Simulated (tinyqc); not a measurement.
Mobility against temperature: two scattering mechanisms together, and the Matthiessen rule.

Non-degenerate electrons. 1/tau(x) = x^(1/2)/tA + 1/(tI x^(3/2)), x = E/kT, with tA = ta (T/300)^(-3/2) and tI = ti (T/300)^(3/2) (the screening logarithm is held fixed). <tau> = integral x^(3/2) tau exp(-x) dx/Gamma(5/2); mu = <tau>/(mc m0/e), m0/e = 5.685630e-12 kg/C. Matthiessen: 1/mu = 1/muA + 1/muI with <tau>A = tA Gamma(2)/Gamma(5/2), <tau>I = tI Gamma(4)/Gamma(5/2).

Parameters, chosen for this exercise (out of a larger set: masses near those of Ge; tau0 is set for a mobility of the usual size at this n, kL is a free input; freeze-out and phonon drag, which matter near 77 K, are left out; not measured data):
- ta = 62 fs (acoustic tau at E = kT and 300 K)
- ti = 28 fs (impurity tau at E = kT and 300 K)
- mc = 0.1174 m0 (conductivity mass)

rH = <tau^2>/<tau>^2. ta and ti are inputs of their own, not tied to tau0.

Mobilities (cm^2/(V s)):

| T (K) | acoustic | impurity | Matthiessen | exact | rH | Matthiessen/exact |
|---|---|---|---|---|---|---|
| 40 | 1.44e+04 | 92.2 | 91.6 | 90.3 | 1.874 | 1.014 |
| 60 | 7.81e+03 | 169 | 166 | 159 | 1.771 | 1.045 |
| 80 | 5.07e+03 | 261 | 248 | 227 | 1.642 | 1.094 |
| 120 | 2.76e+03 | 479 | 408 | 334 | 1.409 | 1.224 |
| 160 | 1.79e+03 | 737 | 523 | 390 | 1.254 | 1.341 |
| 220 | 1.11e+03 | 1.19e+03 | 575 | 404 | 1.128 | 1.421 |
| 300 | 699 | 1.89e+03 | 510 | 367 | 1.057 | 1.391 |
| 400 | 454 | 2.91e+03 | 393 | 303 | 1.031 | 1.297 |
| 550 | 281 | 4.70e+03 | 266 | 223 | 1.034 | 1.189 |

What can be read from this table?

The exact mobility peaks at 220 K of those listed. The two mechanisms are equal between 160 and 220 K. The rule overestimates everywhere, most at 220 K (by 42 %), since impurities stop the slow electrons and phonons the fast ones. rH runs between 1.031 and 1.874; the pure limits are 1.178 and 1.933, and the mixture dips below both, since the opposite energy slopes of the two rates leave tau nearly constant. Optical and intervalley phonons, left out, lower real mobilities above about 150 K.

tinyqc: `OMP_NUM_THREADS=1 python tinyqc.py 1650146 1650147 out.jsonl`; about 0.01 s, one thread, shared Intel(R) Xeon(R) Processor @ 2.30GHz.
